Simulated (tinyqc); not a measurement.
Transit time and capacitance from two cut-off frequencies.

Inverse problem. 1/(2 pi fT) = tauF + Vt C/JC, C the sum of the junction capacitances per area. Find C, tauF and the limit of fT at high current.

Values chosen for this exercise: temperature T = 400 K.

Constants: q = 1.602176634e-19 C, kB = 1.380649e-23 J/K, Vt = kB T/q. Results are converted to the units shown.

JC (mA/um^2): [0.036, 0.28]
fT (GHz): [17.352783, 45.283294]

Answer. The delay is a straight line in 1/JC with slope Vt C and intercept tauF.

C = 6.78 fF/um^2
tauF = 2.68 ps
limit of fT = 59.4 GHz

Program tinyqc, `OMP_NUM_THREADS=1 python tinyqc.py 2320117 2320118 out.jsonl`; Intel Xeon 2.30GHz, shared host, one thread, about 0.01 s.
